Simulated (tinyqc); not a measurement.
# Frenkel-Kontorova chain: a misfit dislocation (kink) in a monolayer on a periodic substrate, step by step

A worked calculation. Computed by tinyqc, a small Python program that keeps every step. Command: `OMP_NUM_THREADS=1 python tinyqc.py 3017566 3017567 out.jsonl fkchain walk`. One thread of a shared host (Intel(R) Xeon(R) Processor @ 2.30GHz), about 0.03 s of CPU time with the checks. Intermediate numbers are printed to about 7 digits and carried at full precision; extremes and crossings named in words are read from the listed rows.

E = sum_j [(k/2)(x_(j+1) - x_j - b)^2 + (W/2)(1 - cos(2 pi x_j/a))], x_j = a (j + u_j). A kink takes u from 0 to 1: the chain is stretched by one period and has one atom fewer than wells.

Inputs (values chosen for the exercise, for a model overlayer):

| quantity | value | unit |
|---|---|---|
| spring constant k | 4.28 | eV/angstrom^2 |
| substrate period a | 3.03 | angstrom |
| corrugation W | 1.6 | eV |
| misfit f = (b - a)/a | 0.13 | - |
| atoms on each side n | 9 | - |
| atomic mass M | 110 | u |

Relaxation: Newton steps.

Constants: nu for 1 eV/(angstrom^2 u) = 15.6333042 THz.

## Continuum limit

l0 = sqrt(k a^2/(2 W)); kink u(j) = (2/pi) arctan exp(pi j/l0); kink energy at f = 0: E0 = (4/pi) W l0; with misfit E0 - k a^2 f; kinks become favourable at f_c = 2/(pi l0), and a coherent chain with free ends loses stability at f_m = 1/l0. Lowest vibration of the flat chain: nu0 = 15.6333042 THz x sqrt(2 pi^2 W/(a^2 M)).

kink width l0 = 3.504205

kink energy E0 = 7.138708 eV

kink energy with misfit = 2.030455 eV

critical misfit f_c = 0.1816731

limit f_m = 0.2853714

gap frequency nu0 = 2.764628 THz

f < f_c: the layer stays in register. Caution: a corrugation above 1 eV is larger than real overlayers usually show; it is chosen to keep the kink narrow.

## Start between two atoms

Discrete chain at f = 0, ends held at u = 0 and 1: E = (k a^2/2) sum (u_(j+1) - u_j)^2 + (W/2) sum (1 - cos 2 pi u_j), gradient g_j = k a^2 (2 u_j - u_(j-1) - u_(j+1)) + pi W sin(2 pi u_j), Hessian 2 k a^2 + 2 pi^2 W cos(2 pi u_j) on the diagonal and -k a^2 beside it. Free atoms j = -n..n-1 start from the continuum shape centred half-way, at j + 1/2.

u at the start: 0.0003122  0.0007651  0.0018753  0.0045965  0.0112653  0.0275974  0.0674321  0.1622915  0.3618659  0.6381341  0.8377085  0.9325679  0.9724026  0.9887347  0.9954035  0.9981247  0.9992349  0.9996878

E at the start = 7.059902 eV

gradient (eV): 0.0043261  -0.0016624  -0.0040737  -0.0099703  -0.0242243  -0.0562705  -0.0956160  0.1676974  0.8215673  -0.8215673  -0.1676974  0.0956160  0.0562705  0.0242243  0.0099703  0.0040737  0.0016624  -0.0043261

## Relaxation

Start as above (continuum shape at j + 1/2, j = -n..n-1, l0 = sqrt(k a^2/(2 W))). u(new) = u - H^-1 g; stop when the largest gradient is below 1e-9 eV.

Course:

| step | E (eV) | largest gradient (eV) |
|---|---|---|
| 1 | 7.059902 | 8.215673e-01 |
| 2 | 7.049660 | 9.873910e-03 |
| 3 | 7.049658 | 1.816753e-06 |
| 4 | 7.049658 | 0 |

relaxed u: 0.0002956  0.0008288  0.0020281  0.0048575  0.0115904  0.0276308  0.0657682  0.1552750  0.3507066  0.6492934  0.8447250  0.9342318  0.9723692  0.9884096  0.9951425  0.9979719  0.9991712  0.9997044

energy, centre between atoms = 7.049658 eV

last gradient = 0 eV

Converged; the discrete energy is 0.9875 of the continuum value, which puts the discrete f_c = E/(k a^2) at 0.1794.

## Peierls barrier

Repeat by Newton steps with an atom at the centre (j = -n..n, u_0 = 1/2). Barrier = difference of the two energies; the lowest Hessian eigenvalue tells minimum from saddle.

energy, centre on an atom = 7.058021 eV

Peierls barrier = 8.363240 meV

lowest eigenvalue, between atoms = 0.8810237 eV

lowest eigenvalue, on an atom = -0.8651425 eV

The atom-centred kink, with an atom on top of the corrugation, is a saddle and the other a minimum. The barrier is 0.52 % of W, what one atom alone would climb.

## Kink density above f_c

Frank and van der Merwe: the modulus q solves f = 2 E(q)/(pi l0 q), and the kinks per atom are pi/(2 l0 q K(q)), with the complete elliptic integrals K and E; strain left = f - density (for f above f_c = 2/(pi l0)).

Continuum ground state:

| f | q | kinks per atom | strain left |
|---|---|---|---|
| 0.1826 | 0.9989772 | 0.1000633 | 0.08253667 |
| 0.1853 | 0.9952938 | 0.1208505 | 0.06444947 |
| 0.1908 | 0.9866152 | 0.1413314 | 0.04946858 |
| 0.1998 | 0.9708091 | 0.1625322 | 0.03726783 |
| 0.2180 | 0.9362309 | 0.1931137 | 0.02488628 |
| 0.2543 | 0.8655525 | 0.2403142 | 0.01398583 |
| 0.3088 | 0.7674116 | 0.3014386 | 0.00736136 |
| 0.3997 | 0.6352853 | 0.3964038 | 0.00329621 |

0.51 % above f_c the density is already 0.55 of f: kinks repel only exponentially, so they flood in, as 1/|ln(f - f_c)|. At 2.2 f_c they take up 99.2 % of the misfit and the layer floats nearly free.

Checks made by the program: energy against a quasi-Newton minimiser (relative difference below 1e-10).
